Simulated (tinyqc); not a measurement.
Electromigration in a confined line: Blech product, Korhonen stress evolution and Black's law: one step, computed by the program tinyqc. Command: `OMP_NUM_THREADS=1 python tinyqc.py 3026599 3026600 out.jsonl emigr walk`. One thread of a shared host (Intel(R) Xeon(R) Processor @ 2.30GHz), about 0.01 s of CPU time with the checks.

The electron wind pushes atoms from the cathode (x = 0) to the anode (x = L); blocking ends build a back stress (tension positive). The input rho is taken not to change with temperature. d sigma/dt = d/dx [kappa (d sigma/dx + G)], with zero flux at both ends and sigma = 0 at t = 0.

Task: Extrapolation by Black's law. Median life t50 = A j^(-n) exp(E/(k_B T)); acceleration factor = t50(use)/t50(test) = (j/j_u)^n exp[(E/k_B)(1/T_u - 1/T)]. Temperatures in kelvin are T(C) + 273.15.

Inputs (values chosen for the exercise, close to those used for ruthenium lines):
```
quantity,value,unit
activation energy E,1.4,eV
current density j,1.9,MA/cm^2
line length L,22,um
test temperature T,350,C
use temperature T_u,110,C
use current density j_u,1.2,MA/cm^2
current exponent n,2,-
```

Start: stress-free.

Constants: k_B = 8.617333262e-05 eV/K.

Give: current factor; temperature factor; acceleration factor.

Result:

current factor = 2.5069

temperature factor = 1.2369e+07

acceleration factor = 3.1008e+07

Caution: an acceleration factor above a million assumes one mechanism over a range that no test covers. Caution: j_u L lies below the critical product, so the acceleration factor is formal: at use the line would not void.
